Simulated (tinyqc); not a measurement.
Expansion against temperature: quasi-harmonic thermal expansion with mode Grueneisen parameters. Computed by tinyqc, a small Python program. Command: `OMP_NUM_THREADS=1 python tinyqc.py 3014376 3014377 out.jsonl qha walk`. One thread of a shared host (Intel(R) Xeon(R) Processor @ 2.30GHz), about 0.03 s of CPU time with the checks.

A crystal with two atoms a cell; per atom there are 1 transverse acoustic (TA), 1/2 longitudinal acoustic (LA) and 3/2 optical (O) modes. Every frequency of group i scales as nu_i (V/V0)^(-gamma_i). The acoustic groups have Debye spectra, density 3 nu^2/nu_i^3 up to nu_i (40 Gauss-Legendre points); the optical group has one frequency. Static energy: E = (9 V0 B0/16) [y^3 B' + y^2 (2 - 4 y)], y = (V0/V)^(2/3) - 1, with pressure P_s = (3 B0/2) (z^7 - z^5) [1 + (3/4)(B' - 4)(z^2 - 1)], z = (V0/V)^(1/3).

Inputs (values chosen for the exercise, modelled on zinc selenide):
```
quantity                       value             unit
static volume V0                22.8  angstrom^3/atom
static bulk modulus B0          59.7              GPa
static B'                       4.84                -
frequency nu_TA                 2.06              THz
frequency nu_LA                 4.92              THz
frequency nu_O                  7.08              THz
Grueneisen parameter gamma_TA   -1.1                -
Grueneisen parameter gamma_LA    1.1                -
Grueneisen parameter gamma_O     1.4                -
```

Acoustic groups: Debye.

Constants: h x 1 THz = 4.135667696 meV; k_B = 8.617333262e-05 eV/K; 1 eV/angstrom^3 = 160.2176634 GPa.

Method:
- For a mode with x = h nu/(k_B T), n = 1/(exp(x) - 1): U = h nu (n + 1/2), C/k_B = x^2 n (n + 1); U_i and C_i sum these over group i with its weight per atom.
- Phonon pressure P_ph = sum_i gamma_i U_i/V.
- B_T = -V d(P_s + P_ph)/dV at fixed T (central difference, step 1e-4 V); alpha_V = sum gamma_i C_i k_B/(B_T V), all at V(T); the linear coefficient is alpha_L = alpha_V/3.
- V(T) solves P_s + P_ph = 0. The Grueneisen estimate uses C_i, V0 and B0 at the static volume; gamma_th = sum gamma_i C_i / sum C_i is taken at V(T).

Quasi-harmonic results:
```
T (K)  V/V0 - 1 (%)  B_T (GPa)  alpha_L (ppm/K)  alpha_L, Grueneisen estimate  gamma_th
20           0.3677     59.219          -1.3046                       -1.3088  -0.96811
40           0.3562     59.234          -2.1725                       -2.1764  -0.70309
70           0.3411     59.238          -0.9094                       -0.9302  -0.17951
100          0.3410     59.196           0.8513                        0.8202   0.12766
150          0.3698     59.070           2.7577                        2.7173   0.33460
220          0.4426     58.849           3.9716                        3.9173   0.43082
300          0.5465     58.579           4.5640                        4.4917   0.47040
450          0.7649     58.054           5.0043                        4.8963   0.49618
700          1.1553     57.168           5.2658                        5.0960   0.50829
1000         1.6433     56.101           5.4155                        5.1694   0.51262
```

What does the comparison show, and why?

alpha_L is negative up to 70 K among these rows and changes sign before 100 K, once the LA and optical groups take up heat. gamma_th moves from -0.97, near gamma_TA = -1.1, to 0.51, near the average over all modes, 0.52, as the stiffer groups take up their share of C. B_T changes by -5.3 % over the table, and at the highest T the estimate at fixed V0 and B0 is off by -4.5 %.

Extremes, crossings and ranges named in words are read from the listed rows.
